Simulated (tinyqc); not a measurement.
Comparisons within one model: recursion (Haydock) method for the local density of states: impurity site of a cubic lattice. A value that a table varies takes the place of the one given here.

One orbital a site at energy 0, hopping -t to the 6 nearest neighbours of a cubic lattice; the start u0 is a site in the bulk, with energy V. Recursion: a_n = <u_n|H|u_n>, b_(n+1) u_(n+1) = (H - a_n) u_n - b_n u_(n-1), b > 0. G(z) = 1/(z - a0 - b1^2/(z - a1 - b2^2/(...))), z = E + i eta. After n levels the tail is b_n^2 T with the square-root terminator T = (z - sqrt(z - 2b) sqrt(z + 2b))/(2 b^2), b = 3t so that the band edges lie at -/+ 6t.

Reference: the closed form for a chain (bulk 1/sqrt(z^2 - 4t^2), end site (z - sqrt(z^2 - 4t^2))/(2t^2)), averaged over 400 points (j + 1/2) pi/400 in each remaining direction with z shifted by 2t cos k, then G/(1 - V G).

Parameters, chosen for this exercise:
- t = 1.17 eV (hopping)
- V = -0.1 eV (shift of the starting site)
- eta = 0.058 eV (broadening)
- n = 5 (levels kept)
- E = -3.51 eV (energy)

## How many levels, and whether to terminate

Energies as fractions of the half width 6t.

Density (1/eV):
```
fraction  E (eV)  2 levels  4 levels  7 levels  7, no terminator  reference
-1.10     -7.722    0.0007    0.0007    0.0007            0.0007     0.0007
-0.90     -6.318    0.0184    0.0200    0.0190            0.0233     0.0192
-0.60     -4.212    0.0550    0.0507    0.0508            0.0068     0.0517
-0.35     -2.457    0.0964    0.1055    0.1064            1.3566     0.1085
-0.15     -1.053    0.1269    0.1245    0.1252            0.0084     0.1225
0.00       0.000    0.1336    0.1218    0.1177            1.3364     0.1205
0.15       1.053    0.1211    0.1205    0.1219            0.0078     0.1189
0.35       2.457    0.0885    0.0965    0.0969            0.7312     0.0979
0.60       4.212    0.0499    0.0459    0.0461            0.0065     0.0469
0.90       6.318    0.0168    0.0183    0.0174            0.0227     0.0175
1.10       7.722    0.0007    0.0007    0.0007            0.0007     0.0007
```

What can be read from the table?

Largest errors against the reference: 0.0130 (2 levels), 0.0031 (4), 0.0030 (7) and 1.248 without terminator, which leaves seven broadened spikes in place of a band. With seven levels the error is largest at E = 1.05 eV.

## Bound state above the band

A level solves G0(E) = 1/V for E above the band, G0 being the fraction for V = 0 with m levels and terminator; a dash: none.

Level (eV):
```
V/t  V (eV)  3 levels  7 levels
0.5   0.585         -         -
1.0   1.170         -         -
2.0   2.340         -         -
3.0   3.510         -         -
3.5   4.095         -         -
4.0   4.680    7.0262    7.0207
4.5   5.265    7.1876    7.1789
6.0   7.020    8.3128    8.3116
8.0   9.360   10.2840   10.2839
```

threshold V/t with 7 levels = 3.971

What can be read from the table?

In three dimensions G0 is finite at the edge: a level needs V/t above 3.957 (from the closed form of the Watson integral); seven levels give 3.971. At V = 8t three and seven levels give 10.2840 and 10.2839 eV.

## What each setting does

G at z = E + i eta with n levels and terminator. Each row changes one parameter from the base and keeps the others.

Results:
```
case            Re G (1/eV)  density (1/eV)
base                -0.2600          0.0674
t = 1.287 eV        -0.2372          0.0705
V = 0.4 eV          -0.2455          0.0523
n = 6               -0.2578          0.0671
E = -3.28 eV        -0.2609          0.0748
eta = 0.116 eV      -0.2546          0.0675
```

What does this show?

The largest shifts from the base row, up to three for each result and ties (the steps differ in size, so this ranks the rows, not the parameters). Re G (1/eV): t +0.0228, V +0.0145, eta +0.0054. density (1/eV): V -0.0151, E +0.0074, t +0.0032.

Program tinyqc; command `OMP_NUM_THREADS=1 python tinyqc.py 1452663 1452664 out.jsonl`; about 0.08 s on one thread of a shared Intel(R) Xeon(R) Processor @ 2.30GHz.
